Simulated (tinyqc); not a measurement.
Exchange-only LDA atom on a uniform radial grid, spin-unpolarised, for Be(2+), step by step. Computed by tinyqc, a small Python program that keeps every step. Settings: Z = 4, points = 256, R = 5.9, functional = Slater exchange alone, mixing = 1.0, iteration cap = 67. Command: `OMP_NUM_THREADS=1 python tinyqc.py 26834 26835 out.jsonl` (the two numbers bound the seeds that draw the settings). One thread of a shared host (Intel(R) Xeon(R) Processor @ 2.60GHz), about 0.1 s of CPU time with the checks. Later iterations appear only in the table of the cycle.

## Iteration 1

Spherical atom on a uniform radial grid r_j = j h with h = R/(N + 1), h sum u^2 = 1 and integrals as h times sums, u(0) = u(R) = 0 (atomic units):
```
parameter,value
Z,4
points N,256
R,5.900000
h,0.022957
mixing,1.000000
electrons in 1s,2
```

Three-point differences turn -u''/2 + [l(l+1)/2r^2 - Z/r + V] u = e u into a tridiagonal matrix (diagonal 1/h^2 + potential, off-diagonal -1/2h^2). D = sum f u^2; the Hartree potential y/r solves y'' = -D/r with y(0) = 0, y(R) = N_e; v_xc comes from rho = D/(4 pi r^2); E = sum f e - int D V + int D (V_H/2 + eps_xc); V(new) = V + mixing (V_H + v_xc - V).

eigenvalues (hartree): 1s -7.983206

Every 16th grid point:
```
r,V in,u(1s),D,V_H,v_xc
0.367315,0.000000,1.352224,3.657021,4.731936,-1.272342
0.734630,0.000000,0.623563,0.777662,2.692248,-0.478415
1.101946,0.000000,0.215662,0.093020,1.813502,-0.179890
1.469261,0.000000,0.066300,0.008791,1.361154,-0.067641
1.836576,0.000000,0.019108,0.000730,1.088979,-0.025434
2.203891,0.000000,0.005287,0.000056,0.907486,-0.009563
2.571206,0.000000,0.001422,4.05e-06,0.777845,-0.003596
2.938521,0.000000,0.000375,2.81e-07,0.680614,-0.001352
3.305837,0.000000,0.000097,1.89e-08,0.604991,-0.000508
3.673152,0.000000,0.000025,1.24e-09,0.544492,-0.000191
4.040467,0.000000,0.000006,7.98e-11,0.494992,-0.000072
4.407782,0.000000,1.59e-06,0,0.453743,-0.000027
4.775097,0.000000,3.97e-07,0,0.418840,0.000000
5.142412,0.000000,9.82e-08,0,0.388923,0.000000
5.509728,0.000000,2.31e-08,0,0.362994,0.000000
5.877043,0.000000,9.63e-10,0,0.340307,0.000000
```

total energy = -13.11191608 hartree

## Iteration 2

As before.

eigenvalues (hartree): 1s -4.501717

Every 16th grid point:
```
r,V in,u(1s),D,V_H,v_xc
0.367315,3.459594,1.307712,3.420223,4.483858,-1.244265
0.734630,2.213833,0.733812,1.076961,2.658382,-0.533263
1.101946,1.633613,0.324536,0.210647,1.809707,-0.236229
1.469261,1.293514,0.131010,0.034327,1.360758,-0.106512
1.836576,1.063546,0.050463,0.005093,1.088939,-0.048593
2.203891,0.897922,0.018897,0.000714,0.907482,-0.022357
2.571206,0.774249,0.006945,0.000096,0.777845,-0.010350
2.938521,0.679262,0.002518,0.000013,0.680614,-0.004815
3.305837,0.604482,0.000904,1.63e-06,0.604991,-0.002248
3.673152,0.544300,0.000322,2.07e-07,0.544492,-0.001053
4.040467,0.494920,0.000114,2.59e-08,0.494992,-0.000494
4.407782,0.453716,0.000040,3.20e-09,0.453743,-0.000232
4.775097,0.418840,0.000014,3.92e-10,0.418840,-0.000109
5.142412,0.388923,4.83e-06,4.66e-11,0.388923,-0.000051
5.509728,0.362994,1.52e-06,0,0.362994,-0.000023
5.877043,0.340307,7.31e-08,0,0.340307,0.000000
```

total energy = -13.25890902 hartree

## Iteration 3

As before.

eigenvalues (hartree): 1s -4.749707

Every 16th grid point:
```
r,V in,u(1s),D,V_H,v_xc
0.367315,3.239593,1.315014,3.458525,4.525388,-1.248892
0.734630,2.125119,0.717549,1.029753,2.664455,-0.525354
1.101946,1.573478,0.308345,0.190153,1.810475,-0.228305
1.469261,1.254246,0.120838,0.029204,1.360851,-0.100925
1.836576,1.040346,0.045138,0.004075,1.088950,-0.045112
2.203891,0.885125,0.016381,0.000537,0.907483,-0.020325
2.571206,0.767494,0.005832,0.000068,0.777845,-0.009213
2.938521,0.675800,0.002048,0.000008,0.680614,-0.004196
3.305837,0.602743,0.000712,1.01e-06,0.604991,-0.001918
3.673152,0.543439,0.000246,1.21e-07,0.544492,-0.000879
4.040467,0.494498,0.000084,1.42e-08,0.494992,-0.000404
4.407782,0.453511,0.000029,1.65e-09,0.453743,-0.000186
4.775097,0.418730,0.000010,1.89e-10,0.418840,-0.000086
5.142412,0.388871,3.26e-06,2.12e-11,0.388923,-0.000039
5.509728,0.362972,1.00e-06,0,0.362994,-0.000017
5.877043,0.340307,4.75e-08,0,0.340307,0.000000
```

total energy = -13.26261835 hartree

## Convergence

Stop when input and output potentials agree to 1e-7.

Course of the cycle (hartree):
```
iteration,E,e(1s),largest |V(out) - V(in)|
1,-13.11191608,-7.983206,4.88e+00
2,-13.25890902,-4.501717,6.01e-01
3,-13.26261835,-4.749707,9.73e-02
4,-13.26271919,-4.708551,1.60e-02
5,-13.26272192,-4.715298,2.64e-03
6,-13.26272199,-4.714187,4.34e-04
7,-13.26272200,-4.714370,7.15e-05
8,-13.26272200,-4.714340,1.18e-05
9,-13.26272200,-4.714345,1.94e-06
10,-13.26272200,-4.714344,3.19e-07
11,-13.26272200,-4.714344,5.25e-08
```

Converged in 11 iterations. A uniform grid resolves the cusp poorly: for a bare nucleus this grid gives 1s at -7.98321 against -Z^2/2 = -8 hartree. Before convergence this energy mixes input and output and is not variational, so it may rise towards its limit.
